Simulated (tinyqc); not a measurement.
Length of a polyene: Hueckel, PPP and singles CI along the polyenes. Computed by the program tinyqc. Hueckel uses the same beta without repulsion; CIS keeps all single excitations and so misses the low, doubly excited 2Ag state. W is the valence ionisation energy of a centre, MN the Mataga-Nishimoto formula, f the oscillator strength.

All-trans chains of carbon centres 1.40 angstrom apart:
```
parameter                               value
beta (eV), times 1 +/- alternation  -2.220000
alternation                          0.050000
W (eV)                              11.160000
gamma_rr (eV)                        9.720000
repulsion formula                          MN
```

Gaps and excitations (eV):
```
centres  Hueckel gap  PPP orbital gap  bright singlet (CIS)       f  lowest triplet (CIS)
2             4.6620           9.6594                7.0233  0.6021                2.3007
4             3.0078           7.4739                5.0037  0.9892                1.4605
6             2.2540           6.3741                4.0419  1.3949                1.0801
10            1.5543           5.2751                3.0947  2.1394                0.7460
12            1.3648           4.9659                2.8274  2.4790                0.6627
```

Estimate the missing row, centres = 8.

Computed row:
```
centres  Hueckel gap  PPP orbital gap  bright singlet (CIS)       f  lowest triplet (CIS)
8             1.8275           5.7134                3.4722  1.7790                0.8727
```

The Hueckel gap tends to 4 x alternation x |beta| = 0.44 eV for long chains. Exchange opens the PPP orbital gap, and the attraction of electron and hole brings the bright state 2.14 eV below it at 12 centres; the triplet lies 2.16 eV lower still.
